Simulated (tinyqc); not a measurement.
The pair band in time: hydrogenic impurity: series, fields, screening, photoionisation and donor-acceptor pairs. Computed by tinyqc, a small Python program. Command: `OMP_NUM_THREADS=1 python tinyqc.py 3005283 3005284 out.jsonl hydrogenic walk`. One thread of a shared host (Intel(R) Xeon(R) Processor @ 2.30GHz), about 0.01 s of CPU time with the checks.

One isotropic, parabolic band. Effective units: Ry* and a*, in which H = -nabla^2 - 2/r.

Inputs (values chosen for the exercise, for a model semiconductor):
```
quantity,value,unit
electron mass m,0.43,m_0
dielectric constant eps,11.5,-
donor density N,7e+17,cm^-3
gap E_g,2.87,eV
acceptor depth E_A,217,meV
rate prefactor W_0,1.9e+07,1/s
```

Parts treated: screening and pairs.

Constants: Ry = 13.605693123 eV; a_0 = 0.529177210903 angstrom; h x 1 THz = 4.135667696 meV; e^2/(4 pi eps_0) = 14.39964548 eV angstrom.

Method:
- Ry* = Ry m/eps^2, a* = a_0 eps/m; level n is bound by Ry*/n^2; <r> = (3/2) a* in 1s; lines 1s -> np at Ry* (1 - 1/n^2); 1 THz = 4.135667696 meV.
- Wigner-Seitz radius r_s = (3/(4 pi N))^(1/3); Mott criterion N_c^(1/3) a* = 0.26; overlap of two 1s orbitals at distance d: S = exp(-x)(1 + x + x^2/3), x = d/a*, with d = N^(-1/3).
- No-phonon line h nu(r) = E_g - Ry* - E_A + e^2/(4 pi eps_0 eps r); rate W(r) = W_0 exp(-2 r/a*), the donor being the shallower centre; lifetime 1/W; zero field.
- At delay t after a pulse the emission comes mostly from pairs with W(r) t = 1, so r = (a*/2) ln(W_0 t).

a* = 14.1524 angstrom

Ry* = 44.2378 meV

r_s = 69.8668 angstrom

Dominant pairs:
```
delay (s),r (angstrom),Coulomb term (meV),photon energy (eV)
1.00e-04,53.42,23.438,2.6322
1.00e-03,69.72,17.961,2.6267
1.00e-02,86.01,14.558,2.6233
1.00e-01,102.30,12.240,2.6210
1.00e+00,118.60,10.558,2.6193
1.00e+01,134.89,9.283,2.6180
1.00e+02,151.18,8.282,2.6170
```

Over six decades of delay the band moves down by 15.16 meV, since close pairs, which emit at higher energy, decay first; the shift per decade shrinks from 5.48 to 1.00 meV. At the donor density N = 7e+17 cm^-3 pairs as wide as in the last rows are rare, so those rows are formal.
